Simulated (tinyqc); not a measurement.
Estimate of lattice thermal conductivity from elastic moduli (Slack, Klemens and Cahill formulas): one step, computed by the program tinyqc.

An isotropic solid.

Task: Point defects and grains. High-temperature forms with the classical heat capacity. Klemens: kappa/kappa_0 = arctan(u)/u, u^2 = pi^2 Theta V Gamma kappa_0/(h v_m^2). Grains: 1/kappa_poly = 1/kappa + 1/(C v_m d/3), C = 3 k_B/(n V), the acoustic branches alone.

Inputs (values chosen for the exercise, for a model crystal):
```
quantity                    value        unit
volume per atom V            29.6  angstrom^3
atoms per primitive cell n     20           -
temperature T                1200           K
disorder parameter Gamma    0.087           -
grain size d                  120          nm
```

Grueneisen parameter: from thermal expansion.

kappa of the perfect crystal = 0.03340143 W/(m K)

Debye temperature Theta = 105.0493 K

v_m = 1091.475 m/s

Constants: h = 6.62607015e-34 J s; k_B = 1.380649e-23 J/K.

Give: disorder scale u; kappa with point defects; grain-boundary limit; kappa of the polycrystal.

Result:

disorder scale u = 0.3361

kappa with point defects = 0.03222 W/(m K)

grain-boundary limit = 3.055 W/(m K)

kappa of the polycrystal = 0.03189 W/(m K)

For small u the loss is about u^2/3 = 0.038. Grains remove a further 1 %.
